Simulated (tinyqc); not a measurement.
Thermal boundary conductance by the acoustic and diffuse mismatch models: one step, computed by the program tinyqc.

Each side has one longitudinal and two transverse Debye branches, omega = v q up to q_D = (6 pi^2 n)^(1/3), with n counting all atoms. Scattering at the interface is elastic. Electrons are left out of G, also for metals. Melting is ignored. G refers to the temperatures of the phonons sent towards the interface. Linear branches over all atoms overstate G at high T, most for crystals with several atoms a cell.

Problem. Cut-off frequencies and impedances. omega_c = v q_D for each branch, given as hbar omega_c/k_B; impedance Z = rho v.

Inputs (values chosen for the exercise, modelled on copper (side 1) and magnesium oxide (side 2)):

| quantity | value | unit |
|---|---|---|
| density rho_1 | 9.01 | g/cm^3 |
| longitudinal velocity vL_1 | 5000 | m/s |
| transverse velocity vT_1 | 2560 | m/s |
| atom density n_1 | 83.6 | 1/nm^3 |
| density rho_2 | 3.54 | g/cm^3 |
| longitudinal velocity vL_2 | 9490 | m/s |
| transverse velocity vT_2 | 6180 | m/s |
| atom density n_2 | 107 | 1/nm^3 |

Structure: superlattice.

Constants: hbar = 1.054571817e-34 J s; k_B = 1.380649e-23 J/K.

Give: Branches.

Solution.

Branches:

| branch | v (m/s) | cut-off (K) | Z (1e6 kg/(m^2 s)) |
|---|---|---|---|
| L, side 1 | 5000 | 650.9 | 45.0500 |
| T, side 1 | 2560 | 333.3 | 23.0656 |
| L, side 2 | 9490 | 1341.3 | 33.5946 |
| T, side 2 | 6180 | 873.5 | 21.8772 |
